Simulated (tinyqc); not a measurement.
Bond-orbital model of a tetrahedral semiconductor (Harrison's universal couplings): one step. The three energies. Three cases, with inputs chosen for the exercise.

Task: Form the hybrid levels, V1, V2 and V3.

Hybrid level eh = (es + 3 ep)/4; metallic energy V1 = (ep - es)/4 for each atom; covalent energy V2 = 3.22 hbar^2/(m d^2); polar energy V3 = (ehc - eha)/2; hbar^2/m = 2c, c = hbar^2/2m0. Polarity ap = V3/sqrt(V2^2 + V3^2), covalency ac = V2/sqrt(V2^2 + V3^2). p-p coupling at Gamma Exx = (4/3)(2.22 - 2 x 0.63) hbar^2/(m d^2) = 1.28 hbar^2/(m d^2), s-s coupling Ess = 4 x 1.32 hbar^2/(m d^2).

Constants: hbar^2/2m0 = 3.80998211 eV angstrom^2.

Case 1.

Values chosen (near tabulated values for CdTe; the model gives trends, and its gaps can be far from the real ones; shifted at random, so the results belong to these values and not to a real crystal):
- esc = -7.29 eV (s level, cation)
- epc = -3.95 eV (p level, cation)
- esa = -18.97 eV (s level, anion)
- epa = -9.66 eV (p level, anion)
- d = 2.8 angstrom (bond length)

Case 2.

Values chosen (near tabulated values for GaN; the model gives trends, and its gaps can be far from the real ones; shifted at random, so the results belong to these values and not to a real crystal):
- esc = -11.69 eV (s level, cation)
- epc = -5.59 eV (p level, cation)
- esa = -26.24 eV (s level, anion)
- epa = -13.8 eV (p level, anion)
- d = 1.96 angstrom (bond length)

Case 3.

Values chosen (near tabulated values for Si; the model gives trends, and its gaps can be far from the real ones; shifted at random, so the results belong to these values and not to a real crystal):
- esc = -14.92 eV (s level, cation)
- epc = -7.58 eV (p level, cation)
- esa = -14.92 eV (s level, anion)
- epa = -7.58 eV (p level, anion)
- d = 2.35 angstrom (bond length)

Give: hbar^2/(m d^2); hybrid levels; V1; V2, V3.

Result:

Case 1.

hbar^2/(m d^2) = 0.9719 eV

hybrid levels (eV): cation -4.7850, anion -11.9875

V1 (eV): cation 0.8350, anion 2.3275

V2, V3 (eV): 3.1296  3.6012

Case 2.

hbar^2/(m d^2) = 1.9835 eV

hybrid levels (eV): cation -7.1150, anion -16.9100

V1 (eV): cation 1.5250, anion 3.1100

V2, V3 (eV): 6.3870  4.8975

Case 3.

hbar^2/(m d^2) = 1.3798 eV

hybrid levels (eV): cation -9.4150, anion -9.4150

V1 (eV): cation 1.8350, anion 1.8350

V2, V3 (eV): 4.4430  0.0000

Computed by tinyqc, one run a case: `OMP_NUM_THREADS=1 python tinyqc.py N N+1 out.jsonl` with N = 1482446, 1482551, 1482570; one thread of a shared Intel(R) Xeon(R) Processor @ 2.30GHz, about 0.01 s a run at most.
